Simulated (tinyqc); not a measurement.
Inside a calculation. Method: MP2 on RHF in the sto-3g basis, for H6, spin multiplicity 1. One step of it, computed by the program tinyqc.

Question. Orthogonalisation. S = U s U^T; symmetric (Loewdin) form X = U s^(-1/2) U^T, so that X^T S X = 1.

overlap S, lower triangle:
```
          1H 1s     2H 1s     3H 1s     4H 1s     5H 1s     6H 1s
1H 1s  1.000000
2H 1s  0.655295  1.000000
3H 1s  0.100604  0.314651  1.000000
4H 1s  0.024990  0.100604  0.655295  1.000000
5H 1s  0.001041  0.006639  0.100604  0.314651  1.000000
6H 1s  0.000125  0.001041  0.024990  0.100604  0.655295  1.000000
```

Give: eigenvalues of S; X.

Answer.

eigenvalues of S: 0.229  0.313  0.426  1.296  1.682  2.053

X, lower triangle:
```
        1H 1s   2H 1s   3H 1s   4H 1s   5H 1s  6H 1s
1H 1s   1.248
2H 1s  -0.485   1.310
3H 1s   0.062  -0.242   1.318
4H 1s  -0.018   0.064  -0.508   1.318
5H 1s   0.002  -0.005   0.064  -0.242   1.310
6H 1s  -0.001   0.002  -0.018   0.062  -0.485  1.248
```
